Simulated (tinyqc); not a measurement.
Harmonic transition-state theory with quantum, tunnelling and friction corrections. From one set of inputs to another, one input at a time. Computed by tinyqc, a small Python program. Command: `OMP_NUM_THREADS=1 python tinyqc.py 3020586 3020587 out.jsonl rates ladder`. One thread of a shared host (Intel(R) Xeon(R) Processor @ 2.30GHz), about 0.06 s of CPU time with the checks.

One atom hops between equivalent sites; three modes at the minimum and two real modes at the saddle are treated as harmonic, the rest of the crystal as unchanged; melting is ignored, so hot rows may lie above the melting point.

The inputs printed are set A. Set A is modelled on interstitial carbon in iron; the values taken over come from a set modelled on a vacancy in copper. Inputs not listed in the table keep their values of set A, so the rows need not describe a real material.

Inputs (values chosen for the exercise, modelled on interstitial carbon in iron): barrier E_b = 0.814 eV; imaginary frequency at the saddle nu_b = 11.8 THz; temperature T = 733 K; jump length d = 1.43 angstrom; number of jump directions z = 4.

Lattice of sites: three-dimensional.

frequencies at the minimum (THz): [15, 16.7, 19.4]

real frequencies at the saddle (THz): [22.7, 25.3]

Constants: k_B = 8.617333262e-05 eV/K; h x 1 THz = 4.135667696 meV.

Method:
- Vineyard: nu* = product of minimum frequencies / product of real saddle frequencies; k_cl = nu* exp(-E_b/(k_B T)).
- Activation entropy S = k_B ln(nu* h/(k_B T)); for uncorrelated jumps D = z k d^2/6 and D0 = z nu* d^2/6; 1 angstrom^2 = 1e-16 cm^2.
- Quantum harmonic: k_q = (k_B T/h) [prod 2 sinh(x_i/2) (minimum) / prod 2 sinh(x_j/2) (saddle)] exp(-E_b/(k_B T)), x = h nu/(k_B T).
- Zero-point correction to the barrier = (h/2)(sum of saddle frequencies - sum of minimum frequencies).
- With u = h nu_b/(k_B T): Wigner factor 1 + u^2/24; parabolic barrier (Bell) (u/2)/sin(u/2), valid above T_c = h nu_b/(2 pi k_B); symmetric Eckart barrier: kappa = int_0^infinity P(E) exp(-(E - E_b)/(k_B T)) dE/(k_B T), P = (cosh 2a - 1)/(cosh 2a + cosh 2d), a = alpha sqrt(E/E_b), alpha = 2 pi E_b/(h nu_b), 2d = 2 sqrt(alpha^2 - pi^2/4).

Each row keeps all changes above it:
```
input moved                                    from     to  classical diffusivity D (cm^2/s)  Eckart factor  quantum harmonic rate k_q (1/s)
set A                                             -      -                        2.9198e-09         1.0272                       2.0440e+07
imaginary frequency at the saddle nu_b (THz)   11.8   2.76                        2.9198e-09         1.0015                       2.0440e+07
barrier E_b (eV)                              0.814  0.738                        9.7250e-09         1.0015                       6.8082e+07
jump length d (angstrom)                       1.43   2.55                        3.0924e-08         1.0015                       6.8082e+07
temperature T (K)                               733    606                        2.6724e-09         1.0021                       5.7666e+06
```

Classical diffusivity D goes from 2.92e-9 to 2.67e-9, a factor 0.915 in all. The largest single move comes from temperature T (a factor 0.0864), and barrier E_b works against it (a factor 3.33). Eckart factor goes from 1.03 to 1.00, a factor 0.9756 in all. The largest single move comes from imaginary frequency at the saddle nu_b (a factor 0.9749). Quantum harmonic rate k_q goes from 2.04e7 to 5.77e6, a factor 0.282 in all. The largest single move comes from temperature T (a factor 0.0847), and barrier E_b works against it (a factor 3.33). The single moves hold for this order of the switches; the total does not depend on the order.

Caution (rows temperature T): h nu exceeds k_B T, so zero-point and tunnelling corrections to the classical rate matter.

Extremes, crossings and ranges named in words are read from the listed rows.
